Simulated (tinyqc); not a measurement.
Changing the test area A: time-dependent dielectric breakdown: cell percolation, Weibull statistics, area scaling and voltage extrapolation. Computed by tinyqc, a small Python program. Command: `OMP_NUM_THREADS=1 python tinyqc.py 3014285 3014286 out.jsonl tddb sweep`. One thread of a shared host (Intel(R) Xeon(R) Processor @ 2.30GHz), about 0.01 s of CPU time with the checks.

The oxide is divided into columns of area a^2, each holding m = t_ox/a cells (m is taken as continuous). A share lambda(t) = (t/t_1)^alpha of the cells is defective, and a column whose cells are all defective breaks down.

Inputs (values chosen for the exercise, for a model gate oxide):
```
quantity,value,unit
oxide thickness t_ox,2.1,nm
defect cell size a,1.4,nm
exponent alpha of defect growth,0.81,-
time t_1 at which the occupied share would reach 1,1.8e+11,s
```

Method. Failure fraction F = 1 - (1 - lambda^m)^N with N = A/a^2 columns, which for small lambda^m is 1 - exp(-(t/t63)^beta) with beta = alpha m and t63 = t_1 N^(-1/beta); critical share lambda(t63) = N^(-1/m). 1 um^2 = 1e6 nm^2.

One run for each value:
```
test area A (um^2),characteristic life t63 (s),critical share of defective cells
0.001,1.0634e+09,1.5662e-02
0.01,1.5982e+08,3.3742e-03
0.1,2.4021e+07,7.2695e-04
1,3.6103e+06,1.5662e-04
10,5.4262e+05,3.3742e-05
100,8.1555e+04,7.2695e-06
1000,1.2258e+04,1.5662e-06
10000,1.8423e+03,3.3742e-07
100000,2.7689e+02,7.2695e-08
```

What does the table show, and why?

Over the rows, characteristic life t63 (s) falls from 1.06e9 to 277 (exponent d ln y / d ln x about -0.82 throughout); critical share of defective cells falls from 0.0157 to 7.27e-8 (exponent d ln y / d ln x about -0.67 throughout). The exponent of t63 is -1/beta = -0.823, which is how area scaling measures beta.

Caution (all rows): t_1 is an input here; in a real oxide it changes with thickness at fixed voltage.
